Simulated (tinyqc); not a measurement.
Self-consistent Fermi level with native defects, at growth and after a quench: one step, computed by the program tinyqc. Command: `OMP_NUM_THREADS=1 python tinyqc.py 3021128 3021129 out.jsonl scfermi walk`. One thread of a shared host (Intel(R) Xeon(R) Processor @ 2.30GHz), about 0.06 s of CPU time with the checks.

Energies are counted from the top of the valence band (VBM); when the gap shrinks with temperature the conduction band moves and the levels stay. The added dopant is taken as fully ionised. D and A draw on one reservoir with opposite signs, as the two vacancies of a compound do.

Task: Equilibrium at growth. n = N_c F_1/2((E_F - E_g)/k_B T), p = N_v F_1/2(-E_F/k_B T). F_1/2(eta) = (2/sqrt(pi)) int_0^infinity sqrt(x)/(1 + exp(x - eta)) dx, by the trapezoid rule in t = sqrt(x) with step 0.02 up to t = 12 (for eta < -12 by exp(eta) - exp(2 eta)/2^(3/2)). In equilibrium c_q = N_s exp(-(E_f(q, 0) + q E_F)/k_B T). Net charge = p - n + sum q c_q + N_X; the log ratio is ln(positive charge/negative charge). E_F is the root of the log ratio, by 50 bisections between -0.5 eV and E_g + 0.5 eV.

Inputs (values chosen for the exercise, for a model semiconductor): site density N_s = 4.1e+22 cm^-3; dopant density N_X = 2e+17 cm^-3; growth temperature T_g = 1180 K.

Added shallow dopant: donor.

E_g(T_g) = 1.568 eV

N_c(T_g) = 1.684877e+20 cm^-3

N_v(T_g) = 1.916587e+20 cm^-3

k_B T_g = 0.1016845 eV

E_f(q, E_F = 0) (eV): D(+2) -1.036, D(+1) -0.058, D(0) 1.342, A(0) 1.605, A(-1) 2.417, A(-2) 3.627

Give: E_F at growth; n at growth; p at growth; Defects at growth; total D; total A.

Result:

E_F at growth = 1.114 eV

n at growth = 1.933e+18 cm^-3

p at growth = 3.343e+15 cm^-3

Defects at growth:

| state | E_f (eV) | c (cm^-3) |
|---|---|---|
| D(+2) | 1.192 | 3.317e+17 |
| D(+1) | 1.056 | 1.265e+18 |
| D(0) | 1.342 | 7.605e+16 |
| A(0) | 1.605 | 5.726e+15 |
| A(-1) | 1.303 | 1.117e+17 |
| A(-2) | 1.399 | 4.351e+16 |

total D = 1.673e+18 cm^-3

total A = 1.610e+17 cm^-3

The largest part of the positive charge comes from charged D (90 %) and that of the negative charge from electrons (91 %).
